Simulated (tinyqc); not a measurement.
Trap in a gate oxide as a short-range spherical well: one step. Peak of the photo-ionisation cross-section. Five cases, with inputs chosen for the exercise.

Question. The maximum lies at x = 2. Give the photon energy, its wavelength and sigma there.

Lucovsky model (delta well, plane-wave final states, no local-field factor): sigma = (32 pi alpha c/(3 n_r m Et)) (x - 1)^(3/2)/x^3, x = h nu/Et, c = hbar^2/2m0; 1 angstrom^2 = 1e-16 cm^2.

Constants: hbar^2/2m0 = 3.80998211 eV angstrom^2; fine-structure constant alpha = 0.007297352564; hc = 1239.841984 eV nm.

Give: h nu; wavelength; sigma.

Case 1.

Values chosen (out of a larger set: near those of SiO2 on 4H SiC; not measured data): m = 0.449 m0 (mass); n_r = 1.5 (refractive index).

Et = 2.984083 eV

Answer.

h nu = 5.968 eV
wavelength = 208 nm
sigma = 5.79 x 1e-18 cm^2

With 17 % of the state outside the well the delta-well form is only a rough model of this centre.

Case 2.

Values chosen (out of a larger set: near those of Al2O3 on GaAs; not measured data): m = 0.298 m0 (mass); n_r = 1.68 (refractive index).

Et = 1.272022 eV

Answer.

h nu = 2.544 eV
wavelength = 487 nm
sigma = 18.3 x 1e-18 cm^2

With 46 % of the state outside the well the delta-well form is only a rough model of this centre.

Case 3.

Values chosen (out of a larger set: near those of HfO2 on Si; not measured data): m = 0.192 m0 (mass); n_r = 1.88 (refractive index).

Et = 1.040778 eV

Answer.

h nu = 2.082 eV
wavelength = 596 nm
sigma = 31.0 x 1e-18 cm^2

With 46 % of the state outside the well the delta-well form is only a rough model of this centre.

Case 4.

Values chosen (out of a larger set: near those of SiO2 on Si; not measured data): m = 0.428 m0 (mass); n_r = 1.49 (refractive index).

Et = 2.570767 eV

Answer.

h nu = 5.142 eV
wavelength = 241 nm
sigma = 7.10 x 1e-18 cm^2

With 13 % of the state outside the well the delta-well form is only a rough model of this centre.

Case 5.

Values chosen (out of a larger set: near those of Al2O3 on GaAs; not measured data): m = 0.288 m0 (mass); n_r = 1.71 (refractive index).

Et = 1.279828 eV

Answer.

h nu = 2.560 eV
wavelength = 484 nm
sigma = 18.5 x 1e-18 cm^2

With 51 % of the state outside the well the delta-well form is only a rough model of this centre.

Computed by tinyqc, one run a case: `OMP_NUM_THREADS=1 python tinyqc.py N N+1 out.jsonl` with N = 1252336, 1252344, 1252427, 1252690, 1280072; one thread of a shared Intel(R) Xeon(R) Processor @ 2.30GHz, about 0.01 s a run at most.
